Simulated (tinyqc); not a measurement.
## Diffused layer (Gaussian), carriers, mobility and sheet resistance: effect of the peak chemical concentration

An n-type layer from the surface x = 0 to the junction xj, N(x) = N0 exp(-(x/Ld)^2). Local neutrality (no depletion at surface or junction, no spilling of carriers), intrinsic carriers neglected, full ionisation of active dopants.

xj = Ld sqrt(ln(N0/Nb)). Active dopant A = min(N, Ns); n = A - Nb; mobility mu = m1 + (m2 (T/300 K)^(-bt) - m1)/(1 + ((A + Nb)/Nr)^am). Dose = integral of N, carrier sheet density = integral of n, 1/Rs = q integral of n mu, mean mobility 1/(q Rs sheet density), Hall mobility (unit Hall factor) = integral of n mu^2 over integral of n mu, Hall sheet density = (integral of n mu)^2/integral of n mu^2; all from 0 to xj. Integrals on 4000 steps.

Values chosen for this exercise; values close to those of silicon in GaAs over a p-type background:
```
symbol    value        unit                                 meaning
T           300           K                             temperature
Nb       3.3e16       cm^-3  background doping of the opposite type
m1          493  cm^2/(V s)           mobility limit at high doping
m2         8650  cm^2/(V s)  mobility limit at low doping, at 300 K
Nr      6.14e16       cm^-3    reference doping of the mobility law
am        0.388                        exponent of the mobility law
bt          2.1                          temperature exponent of m2
Ns      5.92e18       cm^-3       solubility limit of active dopant
Ld          140          nm            diffusion length 2 sqrt(D t)
```

Constants: q = 1.602176634e-19 C. Results are converted to the units shown.

Result of one run:
columns A: xj (nm); B: dose (cm^-2); C: carriers (cm^-2); D: Rs (ohm/square); E: mean mobility (cm^2/(V s)); F: Rs xj (ohm nm); G: Hall/true sheet density
```
A             B         C      D     E        F       G
235.6  6.828e12  6.050e12  330.3  3123  7.782e4  0.9913
```

Which peak chemical concentration N0 gave this result: 5.6e17, 9.6e17, 1.6e18 or 2.4e19 cm^-3?

N0 = 5.6e17 cm^-3.

The whole series:
columns A: N0 (cm^-3); B: xj (nm); C: dose (cm^-2); D: carriers (cm^-2); E: Rs (ohm/square); F: mean mobility (cm^2/(V s)); G: Rs xj (ohm nm); H: Hall/true sheet density
```
A           B         C         D      E     F        G       H
3.3e17  212.4  3.964e12  3.263e12  557.7  3430  1.185e5  0.9948
5.6e17  235.6  6.828e12  6.050e12  330.3  3123  7.782e4  0.9913
9.6e17  257.0  1.180e13  1.095e13  202.7  2812  5.209e4  0.9869
1.6e18  275.8  1.975e13  1.884e13  131.0  2529  3.613e4  0.9824
2.8e18  295.0  3.464e13  3.367e13  82.79  2239  2.442e4  0.9773
4.8e18  312.4  5.946e13  5.843e13  53.82  1985  1.681e4  0.9727
8.2e18  328.8  1.016e14  8.881e13  38.49  1826  1.266e4  0.9731
1.4e19  344.4  1.736e14  1.086e14  32.28  1781  1.112e4  0.9774
2.4e19  359.4  2.977e14  1.249e14  28.45  1757  1.022e4  0.9808
```

As N0 goes from 3.3e17 to 2.4e19, xj rises from 212 to 359 nm, Rs falls from 558 to 28.4 ohm/square, the mean mobility falls from 3430 to 1760 cm^2/(V s) and the share of the dose that conducts goes from 82.3 through a maximum of 98.3 (at N0 = 4.8e18 among the rows listed) to 41.9 %. Rs goes as dose^(-0.96) at the low end and dose^(-0.23) at the high end; constant mobility and activation would give -1. Above N0 = Ns = 5.92e18 cm^-3 added dopant only widens the clipped top. For N0 = 3.3e17, 5.6e17 depletion at the junction, left out, would remove a tenth of the carriers or more.

Program tinyqc, `OMP_NUM_THREADS=1 python tinyqc.py 2110031 2110032 out.jsonl`; Intel Xeon 2.30GHz, shared host, one thread, about 0.01 s.
